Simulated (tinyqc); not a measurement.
# Worked calculation: floating body of a partially depleted SOI transistor: body voltage and kink

Program tinyqc, `OMP_NUM_THREADS=1 python tinyqc.py 2182213 2182214 out.jsonl`; Intel Xeon 2.30GHz, shared host, one thread, about 0.2 s. Printed values are rounded.

Source at 0 V. Channel current Ic = 2 nf K Vt^2 [F(0) - F(Vd)](1 + la Vd), F(V) = ln^2(1 + exp((Vg - VT - nf V)/(2 nf Vt))), VT = VT0 - gb Vb. Saturation voltage Vs = 2 Vt sqrt(F(0)) + 3 Vt, excess Ve = (Vd - Vs + sqrt((Vd - Vs)^2 + 0.0004 V^2))/2, multiplication M1 = Ai Ve exp(-Bl/Ve). Each junction passes D(v) = J1 (exp(v/Vt) - 1) + J2 (exp(v/(2 Vt)) - 1). Bipolar current Ib = bb J1 (exp(Vb/Vt) - 1). The body settles where M1 (Ic + Ib) = D(Vb) + D(Vb - Vd) + Vb/Rb; drain current Id = (1 + M1)(Ic + Ib) - D(Vb - Vd).

Parameters, values chosen for the exercise; values of the order met in partially depleted silicon-on-insulator transistors: temperature T = 398 K; threshold at zero body voltage VT0 = 0.49 V; fall of the threshold per volt of body voltage gb = 0.34; slope factor nf = 1.38; gain factor per width K = 230 uA/(V^2 um); channel-length modulation factor la = 0.08 1/V; impact-ionisation prefactor Ai = 1.21 1/V; impact-ionisation voltage Bl = 6.3 V; diffusion saturation current of each junction J1 = 2.1e-9 uA/um; recombination saturation current of each junction J2 = 5.6e-7 uA/um; gain of the lateral bipolar transistor on the diffusion current bb = 3; resistance of a weak body tie to the source (1e9 stands for no tie, and the term is then dropped) Rb = 5000 kohm um; gate voltage Vg = 1.03 V; drain voltage Vd = 1.6 V.

Constants: q = 1.602176634e-19 C, kB = 1.380649e-23 J/K, Vt = kB T/q. Results are converted to the units shown.

Range of the model: The multiplication law is an empirical form chosen for the exercise; self-heating and capacitive coupling to the body are left out, and the linear laws are rough once Vb passes about 0.7 V or M1 about 0.1.

## Starting value

Vb = 0.39 V.

Vb at the start = 0.39 V

## Iteration 1: new Vb

Current into the body I_in = M1 (Ic + Ib) - D(Vb - Vd), current out I_out = D(Vb) + Vb/Rb; f = ln(I_in/I_out), s = df/dVb by central differences over 1e-5 V, Vb(new) = Vb - f/s.

Ic = 42.5346 uA/um
Ve = 1.00976 V
M1 = 0.00238449
I_in = 0.101425 uA/um
I_out = 0.0783467 uA/um
f = 0.258177
s = -3.40555 1/V
Vb after iteration 1 = 0.465811 V

## Iteration 2: new Vb

As before.

Ic = 45.8542 uA/um
Ve = 0.991098 V
M1 = 0.00208099
I_in = 0.0954334 uA/um
I_out = 0.0953219 uA/um
f = 0.00116821
s = -3.53414 1/V
Vb after iteration 2 = 0.466141 V

## Course of the iteration

Stop when the step is below 1e-10 V, or after 40 iterations.

Course of the iteration:
```
iteration,Vb before the step (V),step (V)
1,0.39,0.0758
2,0.465811,3.31e-4
3,0.466141,-1.55e-7
4,0.466141,-3.46e-14
```

Converged in 4 iterations.

## Drain current with floating and with grounded body

converged Vb = 0.466141 V

Id and VT at the converged Vb, Id at Vb = 0, their ratio, and the bipolar share Ib/(Ic + Ib).

VT = 0.331512 V
Id, floating = 45.9694 uA/um
Id, grounded = 27.5655 uA/um
ratio = 1.66765
bipolar share = 0.0109750 %

The body rises to 0.466 V and lowers the threshold by 158 mV.
